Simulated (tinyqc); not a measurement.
A chain with a side-coupled site and dephasing by Buettiker voltage probes: one step of the calculation.

Sites 1 to 5 form a chain with hopping -t, and site 6 hangs on site 4 by -ts. Lead L joins site 1 and lead R site 5, both semi-infinite chains with hopping -t and site energy 0. Every site carries a probe with self-energy -i Gamma_p/2 that draws no net current. Linear response at zero temperature: mu_L = 1, mu_R = 0 in units of the bias.

Question. Green function. Sigma = t^2 g(E), g(x) = (x - i sqrt(4 t^2 - x^2))/(2 t^2) for |x| < 2 t and (x - sign(x) sqrt(x^2 - 4 t^2))/(2 t^2) otherwise; Gamma = -2 Im Sigma; G = (E - H - Sigma_L - Sigma_R + i Gamma_p/2)^(-1).

Inputs (values chosen for the exercise):

| symbol | value | unit | meaning |
|---|---|---|---|
| t | 1.8 | eV | hopping (matrix element -t) |
| U | [0, 0, 0, 0, 0, -0.7] | eV | site energies 1 to N |
| E | -0.11 | eV | Fermi energy |
| gp | 1.4 | eV | probe broadening Gamma_p |
| ts | 0.66 | eV | hopping from site 4 to the side site 6 |

Give: Sigma; Gamma; G.

Answer.

Sigma = -0.055-1.799i eV
Gamma = 3.598 eV

G (1/eV):
```
                 1                2                3                4
1   0.0043-0.2559i   0.2003-0.0138i   0.0026+0.1772i  -0.1313+0.0236i
2   0.2003-0.0138i  -0.0130-0.2786i   0.2461+0.0018i   0.0287+0.1830i
3   0.0026+0.1772i   0.2461+0.0018i   0.0131-0.2728i   0.2042-0.0236i
4  -0.1313+0.0236i   0.0287+0.1830i   0.2042-0.0236i  -0.0254-0.2638i
5  -0.0191-0.0941i  -0.1313+0.0236i   0.0202+0.1466i   0.1895-0.0225i
6   0.0480-0.0833i  -0.1142-0.0692i  -0.0819+0.1235i   0.1573+0.1086i

                 5                6
1  -0.0191-0.0941i   0.0480-0.0833i
2  -0.1313+0.0236i  -0.1142-0.0692i
3   0.0202+0.1466i  -0.0819+0.1235i
4   0.1895-0.0225i   0.1573+0.1086i
5   0.0104-0.2639i  -0.0757+0.1149i
6  -0.0757+0.1149i   0.5711-0.7990i
```

Numbers from tinyqc (`OMP_NUM_THREADS=1 python tinyqc.py 2700013 2700014 out.jsonl`; about 0.01 s on one thread of a shared Intel Xeon 2.30GHz).
